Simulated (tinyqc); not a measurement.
From results back to parameters: virtual-crystal alloy A(1-x)B(x) in sp3s* tight binding. Two cases, with inputs chosen for the exercise.

Problem. The direct gap at Gamma (from the lower root of [[Epa, Vxx], [Vxx, Epc]] to the lower of the upper roots of that block and of [[Esa, Vss], [Vss, Esc]]) was computed for a hidden composition.

Virtual crystal: a(x) = (1 - x) aA + x aB (Vegard); the six levels are averaged linearly; the seven couplings follow Harrison's rule, V(x) a(x)^2 = (1 - x) V_A aA^2 + x V_B aB^2. No spin-orbit coupling and no disorder. Gaps are measured from the top of the valence band at Gamma; the Delta value is the minimum on (kx,0,0) for kx from 0.5 to 1.

Case 1.

Values chosen (A near a published set for Ge, B for Si; such sets place X and L only to about 0.5 eV; shifted at random, so the results belong to these values and not to a real crystal): aA = 5.659 angstrom (lattice constant of A); aB = 5.429 angstrom (of B); pA = (-5.861, 1.61, -5.861, 1.61, 6.396, 6.396, -6.767, 1.615, 4.899, 5.446, 5.446, 5.237, 5.237) eV (order Esa, Epa, Esc, Epc, Exa, Exc, Vss, Vxx, Vxy, Vsapc, Vscpa, Vxapc, Vpaxc); pB = (-4.212, 1.717, -4.212, 1.717, 6.681, 6.681, -8.274, 1.721, 4.571, 5.735, 5.735, 5.368, 5.368) eV (the same for B).

direct gap = 1.32651 eV

Case 2.

Values chosen (A near a published set for Si, B for Ge; such sets place X and L only to about 0.5 eV; shifted at random, so the results belong to these values and not to a real crystal): aA = 5.427 angstrom (lattice constant of A); aB = 5.658 angstrom (of B); pA = (-4.186, 1.712, -4.186, 1.712, 6.701, 6.701, -8.331, 1.716, 4.587, 5.744, 5.744, 5.385, 5.385) eV (order Esa, Epa, Esc, Epc, Exa, Exc, Vss, Vxx, Vxy, Vsapc, Vscpa, Vxapc, Vpaxc); pB = (-5.897, 1.614, -5.897, 1.614, 6.388, 6.388, -6.765, 1.61, 4.882, 5.481, 5.481, 5.237, 5.237) eV (the same for B).

direct gap = 3.40727 eV

Find: x; a(x).

Solution.

Case 1.

x = 0.136
a(x) = 5.628 angstrom

The gap runs from 0.9110 eV at x = 0 to 3.4420 eV at x = 1 and meets the target once; bisection on x finds it. A straight line between the ends would give x = 0.164; a large difference can come from a change of the lowest level at Gamma from s-like to p-like, a kink rather than bowing.

Case 2.

x = 0.111
a(x) = 5.453 angstrom

The gap runs from 3.4320 eV at x = 0 to 0.8640 eV at x = 1 and meets the target once; bisection on x finds it. A straight line between the ends would give x = 0.010; a large difference can come from a change of the lowest level at Gamma from s-like to p-like, a kink rather than bowing.

Computed by tinyqc, one run a case: `OMP_NUM_THREADS=1 python tinyqc.py N N+1 out.jsonl` with N = 1451972, 1452006; one thread of a shared Intel(R) Xeon(R) Processor @ 2.30GHz, about 0.06 s a run at most.
